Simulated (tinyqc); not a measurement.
From results back to parameters: periodic multilayer mirror for extreme ultraviolet light. Two cases, with inputs chosen for the exercise.

Problem. With a mean index 1 - dm the Bragg wavelength is lam_B = 2 L sqrt((1 - dm)^2 - sin^2 theta). It is given at 0 degrees and at th2; L and dm are hidden. Then the absorber share is Gm = (dm - delta_S)/(delta_A - delta_S), with the first entries of dS and dA; L is the period.

Find: L; dm; Gm.

Method. The difference of the squares is 4 L^2 sin^2(th2); then 1 - dm = lam_B(0)/(2 L).

Case 1.

Values chosen (out of a larger set: optical constants near those of Mo and Si at 13.5 nm; not measured data): th2 = 20 degrees (second angle); dA = (0.0741, 0.00657) (delta and beta of the absorber, N = 1 - delta + i beta); dS = (0.0011, 0.00181) (delta and beta of the spacer and the substrate).

lam_B at 0 = 13.491232 nm
lam_B at th2 = 12.633557 nm

Solution.

L = 6.920 nm
dm = 0.0252
Gm = 0.33

Case 2.

Values chosen (out of a larger set: optical constants near those of Mo and Si at 13.5 nm; not measured data): th2 = 20 degrees (second angle); dA = (0.0752, 0.0067) (delta and beta of the absorber, N = 1 - delta + i beta); dS = (0.0011, 0.00189) (delta and beta of the spacer and the substrate).

lam_B at 0 = 13.497994 nm
lam_B at th2 = 12.643337 nm

Solution.

L = 6.910 nm
dm = 0.0233
Gm = 0.30

Computed by tinyqc, one run a case: `OMP_NUM_THREADS=1 python tinyqc.py N N+1 out.jsonl` with N = 1680780, 1680783; one thread of a shared Intel(R) Xeon(R) Processor @ 2.30GHz, about 0.01 s a run at most.
